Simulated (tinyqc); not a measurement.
Threshold-voltage variability of a planar MOSFET, analytic estimates: course of the iteration: margin in standard deviations for the wanted yield.

Three independent sources add in quadrature: random dopants in the depleted layer, metal-gate grains of two orientations, and roughness of the two gate edges acting through the roll-off VT = VT(long) - Vr exp(-L/l). These are first-order estimates: no three-dimensional electrostatics, no percolation.

Cells fail independently with probability Q(k) = erfc(k/sqrt(2))/2 when the margin is k standard deviations, and Y = exp(-Nb Q(k)). phi = exp(-k^2/2)/sqrt(2 pi). Newton steps on Q(k) + ln(Y)/Nb = 0: k(new) = k + (Q + ln(Y)/Nb)/phi.

Stop when k changes by less than 1e-9, or after 10 iterations.

Values chosen for this exercise: number of cells Nb = 33554432; wanted yield Y = 0.999.

k at the start = 2

Course of the iteration:

| iteration | k | \|change\| |
|---|---|---|
| 1 | 2.42137 | 0.421 |
| 2 | 2.78484 | 0.363 |
| 3 | 3.10911 | 0.324 |
| 4 | 3.40456 | 0.295 |
| 5 | 3.67767 | 0.273 |
| 6 | 3.93282 | 0.255 |
| 7 | 4.17311 | 0.240 |
| 8 | 4.40085 | 0.228 |
| 9 | 4.61781 | 0.217 |
| 10 | 4.82538 | 0.208 |

Did this iteration meet its convergence test, and what does its course show?

No. Not converged within 10 iterations. The steps shrink slowly, from 0.42 to 0.21: far from the root Q/phi is about 1/k, so each step lowers Q by only a factor of about e, and the root lies at 6.545. A rerun with Newton steps on ln Q from the same start converges in 6 iterations.

Range of the model: gI s exceeds 0.2, so the linear formula for the current mismatch is only a rough guide.

Computed by the program tinyqc: `OMP_NUM_THREADS=1 python tinyqc.py 2090075 2090076 out.jsonl`, one thread of a shared Intel Xeon 2.30GHz, about 0.01 s for the whole run.
